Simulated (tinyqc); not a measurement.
Electron-beam lithography: double-Gaussian proximity function, edge placement and dose correction for parallel lines: one step, computed by the program tinyqc. Command: `OMP_NUM_THREADS=1 python tinyqc.py 3111373 3111374 out.jsonl proximity walk`. One thread of a shared host (Intel(R) Xeon(R) Processor @ 2.30GHz), about 0.01 s of CPU time with the checks.

Lines are infinitely long. Absorbed energy is counted so that the middle of a very large area written at dose 1 receives 1; the resist develops where it exceeds 1/2.

Problem. Dose to size and latitude. A test line of width w << beta in surroundings of density rho, all at dose d: near its edge E(x) = d [S + eta rho]/(1 + eta), S = [erf((b - x)/alpha) - erf((a - x)/alpha)]/2 for edges a and b, the second term being the background energy. Dose to size d_s = (1 + eta)/(erf(w/alpha) + 2 eta rho), dose = d_s D0; edge slope d [1 - exp(-w^2/alpha^2)]/(sqrt(pi) alpha (1 + eta)); width change per 1 % of dose = 2 x 0.01 x (1/2)/slope.

Inputs (values chosen for the exercise, of the order of those for 100 keV electrons in resist on silicon):
```
quantity                              value               unit
forward range alpha                   0.023         micrometre
backscatter ratio eta                  0.62                  -
base dose D0                             44  microcoulomb/cm^2
width of the test line                 0.18         micrometre
pattern density around the test line   0.53                  -
```

Give: dose to size d_s; dose; edge slope; width change per 1 % of dose; background energy.

Solution.

dose to size d_s = 0.9776

dose = 43.01 microcoulomb/cm^2

edge slope = 0.01480 1/nm

width change per 1 % of dose = 0.6756 nm

background energy = 0.1983

The background supplies 40 % of the threshold.
